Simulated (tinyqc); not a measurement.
Where a level does most harm: Shockley-Read-Hall recombination through one deep level.

One level at Et with degeneracy 1: tn = 1/(sn vth Nt), tp = 1/(sp_ vth Nt), n1 = Nc exp((Et - Eg)/kT), p1 = Nv exp(-Et/kT), ni^2 = n1 p1. Equilibrium n0 = Nm, p0 = ni^2/Nm; n = n0 + dn, p = p0 + dn. U = (n p - ni^2)/(tp (n + n1) + tn (p + p1)), lifetime dn/U; emission rates en = sn vth n1, ep = sp_ vth p1.

Constants: kB = 8.617333262e-05 eV/K.

Inputs chosen for the exercise (gap and densities of states near those of Ge at this temperature; not measured data): Eg = 0.601 eV (gap); Nc = 1.9e+19 1/cm^3 (conduction-band density of states); Nv = 9.03e+18 1/cm^3 (valence-band density of states); T = 450 K; Nt = 6.6e+14 1/cm^3 (defects); sn = 2.9e-15 cm^2 (electron capture cross-section); sp_ = 5.9e-16 cm^2 (hole capture cross-section); vth = 22000000 cm/s (thermal velocity, both carriers); Nm = 5.9e+16 1/cm^3 (equilibrium electrons for the lifetime steps).

Et takes the values listed; G = Nt en ep/(en + ep) in a depleted region; the lifetime is for dn = 1e11 1/cm^3.

Results:

| Et (eV) | lifetime (microsecond) | G (1/(cm^3 s)) |
|---|---|---|
| 0.036 | 1.54 | 3.76e+20 |
| 0.084 | 0.529 | 1.30e+21 |
| 0.132 | 0.236 | 4.46e+21 |
| 0.180 | 0.151 | 1.51e+22 |
| 0.228 | 0.128 | 4.27e+22 |
| 0.276 | 0.127 | 4.67e+22 |
| 0.325 | 0.147 | 1.73e+22 |
| 0.373 | 0.220 | 5.13e+21 |
| 0.421 | 0.475 | 1.49e+21 |
| 0.469 | 1.35 | 4.32e+20 |
| 0.517 | 4.39 | 1.25e+20 |
| 0.565 | 14.8 | 3.64e+19 |

What does the comparison show?

Generation peaks where en = ep, at Eg/2 + (kT/2) ln(sp_ Nv/(sn Nc)) = 0.255 eV; the largest value listed is at 0.276 eV, and G falls by a decade for each 0.089 eV away from the peak. The lifetime is within a factor 2 of its minimum, 0.127 microsecond, from 0.132 to 0.373 eV: recombination tolerates a wide range of Et, generation a narrow one.

tinyqc: `OMP_NUM_THREADS=1 python tinyqc.py 1681753 1681754 out.jsonl`; about 0.01 s, one thread, shared Intel(R) Xeon(R) Processor @ 2.30GHz.
